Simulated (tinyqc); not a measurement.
# Two-junction solar cell, detailed-balance limit: what changes with what

The top cell takes all photons above E1, the bottom cell those between E2 and E1. Each cell follows J = Jsc - J0 (exp(V/Vt) - 1) with J0 = q ge Phi(gap, T)/ERE; light emitted by one cell and absorbed by the other is left out. In series both carry one current; wired apart (four terminals) each works at its own maximum power point. Efficiencies are counted against Pin = fs X sigma Ts^4.

Inputs (values chosen for the exercise): cell temperature T = 280 K; temperature of the black-body sun Ts = 5500 K; share of the hemisphere filled by the sun fs = 2.16e-5; concentration X = 1; external radiative efficiency ERE = 0.3; number of faces that emit ge = 2; gap of the bottom cell E2 = 0.61 eV; gap of the top cell E1 = 1.35 eV.

Constants: q = 1.602176634e-19 C, kB = 1.380649e-23 J/K, h = 6.62607015e-34 J s, c = 299792458 m/s, Vt = kB T/q. Results are converted to the units shown.

Each table varies one quantity; the others keep the values above.

## Effect of the temperature of the black-body sun

Photon flux above E from a black body at temperature T into a hemisphere: Phi(E, T) = A sum_k exp(-k E/th)[E^2 th/k + 2 E th^2/k^2 + 2 th^3/k^3], k = 1, 2, ..., with th = kB T/q in eV and A = 2 pi q^3/(h^3 c^2). J1 = q fs X Phi(E1, Ts), J2 = q fs X [Phi(E2, Ts) - Phi(E1, Ts)], J01 and J02 as above; sigma = 2 pi^5 kB^4/(15 h^3 c^2). In series V(J) = Vt [ln((J1 - J)/J01 + 1) + ln((J2 - J)/J02 + 1)], and J V(J) is largest where V = J Vt [1/(J1 - J + J01) + 1/(J2 - J + J02)]. Apart, each cell has (1 + v) exp(v) = 1 + Jsc/J0 at its maximum power point, v = Vmp/Vt.

Effect of the temperature of the black-body sun:
```
Ts (K)	J1 (mA/cm^2)	J2 (mA/cm^2)	series efficiency (%)	four-terminal efficiency (%)
4000	7.076	14.84	27.81	32.81
4500	13.09	20.64	32.49	35.09
5000	21.92	27.14	35.82	36.53
5500	34.08	34.20	37.14	37.34
6000	50.08	41.73	33.60	37.66
6500	70.40	49.66	29.58	37.62
7000	95.50	57.92	25.99	37.33
7500	125.8	66.45	22.87	36.86
```

What does the comparison show?

As Ts goes from 4000 to 7500 K, the series efficiency goes from 27.8 through a maximum of 37.1 (at Ts = 5500 K among the rows listed) to 22.9 %, and the four-terminal one goes from 32.8 through a maximum of 37.7 (at Ts = 6000 K among the rows listed) to 36.9 %. Among the rows the two lie closest, 0.20 points apart, at Ts = 5500 K, where J1/J2 = 0.997; the spread over the rows is 14.3 points in series and 4.85 apart. Current matching makes the series cell the more sensitive one. For Ts = 6000 to 7500 K the top cell has surplus current and is radiative, so luminescent coupling, left out here, would help the series cell.

## Effect of the concentration

Same model as above.

Effect of the concentration:
```
X	J1 (mA/cm^2)	J2 (mA/cm^2)	series efficiency (%)	four-terminal efficiency (%)
1	34.08	34.20	37.14	37.34
3	102.2	102.6	38.69	38.87
10	340.8	342.0	40.40	40.56
30	1022	1026	41.96	42.11
100	3408	3420	43.68	43.81
300	1.022e4	1.026e4	45.24	45.36
1000	3.408e4	3.420e4	46.96	47.07
```

What does the comparison show?

As X goes from 1 to 1000, the series efficiency rises from 37.1 to 47.0 %, and the four-terminal one rises from 37.3 to 47.1 %. Among the rows the two lie closest, 0.11 points apart, at X = 1000, where J1/J2 = 0.997; the spread over the rows is 9.82 points in series and 9.73 apart. For X = 100 to 1000 the open-circuit voltage of the bottom cell lies within 6 Vt of its gap, where the Boltzmann form begins to fail.

## Effect of the gap of the bottom cell

Same model as above.

The same in every row: J1 (mA/cm^2) = 34.081.

Effect of the gap of the bottom cell:
```
E2 (eV)	J2 (mA/cm^2)	series efficiency (%)	four-terminal efficiency (%)
0.5	39.397	35.406	35.495
0.59	35.165	37.017	37.060
0.69	30.270	35.805	38.164
0.78	25.797	32.710	38.542
0.87	21.343	28.751	38.334
0.96	16.972	24.156	37.562
1.06	12.274	18.475	36.089
1.15	8.2303	12.972	34.265
```

As E2 goes from 0.5 to 1.15 eV, the series efficiency goes from 35.4 through a maximum of 37.0 (at E2 = 0.59 eV among the rows listed) to 13.0 %, and the four-terminal one goes from 35.5 through a maximum of 38.5 (at E2 = 0.78 eV among the rows listed) to 34.3 %. Among the rows the two lie closest, 0.043 points apart, at E2 = 0.59 eV, where J1/J2 = 0.969; the spread over the rows is 24.0 points in series and 4.28 apart. Current matching makes the series cell the more sensitive one. For E2 = 0.78 to 1.15 eV the top cell has surplus current and is radiative, so luminescent coupling, left out here, would help the series cell.

Computed by the program tinyqc: `OMP_NUM_THREADS=1 python tinyqc.py 2820038 2820039 out.jsonl`, one thread of a shared Intel Xeon 2.30GHz, about 0.01 s for the whole run.
